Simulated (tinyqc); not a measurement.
Minimum-mode following (dimer method) and harmonic rate on a two-dimensional model surface: one step, computed by the program tinyqc.

V(x, y) = h u^2 + t x + (kappa/2)(y + c u)^2 with u = x^2/w^2 - 1; the path runs from the minimum near (-w, 0) to that near (w, 0).

Question. Dimer step 1. Dimer at R with unit axis N = (cos phi, sin phi) and normal T = (-sin phi, cos phi). Gradients g at R +/- delta N and at R +/- delta T give H N and H T by central differences, (g+ - g-)/(2 delta). With C_N = N.H N, C_T = T.H T and b = T.H N, rotate by theta = (1/2) atan2(-2b, C_T - C_N), the angle of least curvature C = (C_N + C_T)/2 - sqrt((C_N - C_T)^2/4 + b^2). Translate along F = -g + 2 (g.N) N if C < 0, else along F = (g.N) N, with the new axis: R(new) = R + eta F, the move limited to 0.2 angstrom.

Inputs (values chosen for the exercise, for a model surface):
```
quantity,value,unit
height h,0.59,eV
half width w,1.2,angstrom
transverse stiffness kappa,5.4,eV/angstrom^2
curvature c,0.27,angstrom
tilt t,0.051,eV/angstrom
half length delta,0.01,angstrom
step factor eta,0.053,angstrom^2/eV
```

Surface: curved double well.

R at the start (angstrom): [-0.6169917, 0.0759176]

phi at the start = 45 degrees

Give: C_N, C_T, b; rotation theta; phi after step 1; least curvature C; gradient g; effective force F; R after step 1.

Answer.

C_N, C_T, b (eV/angstrom^2): [1.3014, 3.8002, 2.8492]

rotation theta = -33.161 degrees

phi after step 1 = 11.839 degrees

least curvature C = -0.56034 eV/angstrom^2

gradient g (eV/angstrom): [0.94817, -0.66261]

effective force F (eV/angstrom): [0.60225, 0.98761]

R after step 1 (angstrom): [-0.58507, 0.12826]

The curvature is negative, so the force along the axis is inverted.
